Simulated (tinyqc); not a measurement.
## Capacitance shares from swing and barrier lowering

Problem. Below threshold the charge is negligible, so the band edge moves as -(aG Vg + aD Vd), aG = CG/CS, aD = CD/CS (CG, CD the capacitances of the barrier top to gate and drain, CS the total), and I goes as exp((aG Vg + aD Vd)/Vt) once Vd is well above Vt. Find aG, aD, CS and CD.

Values chosen for this exercise:

| symbol | value | unit | meaning |
|---|---|---|---|
| T | 250 | K | temperature |

Constants: q = 1.602176634e-19 C, kB = 1.380649e-23 J/K, Vt = kB T/q. Results are converted to the units shown.

swing = 52.216166 mV/decade
DIBL = 24.210526 mV/V
CG = 6.6406409 uF/cm^2

Solution. The swing is Vt ln 10/aG and the DIBL, -dVg/dVd at fixed current, is aD/aG.

aG = 0.9500
aD = 0.02300
CS = 6.990 uF/cm^2
CD = 0.1608 uF/cm^2

Program tinyqc, `OMP_NUM_THREADS=1 python tinyqc.py 2400143 2400144 out.jsonl`; Intel Xeon 2.30GHz, shared host, one thread, about 0.01 s.
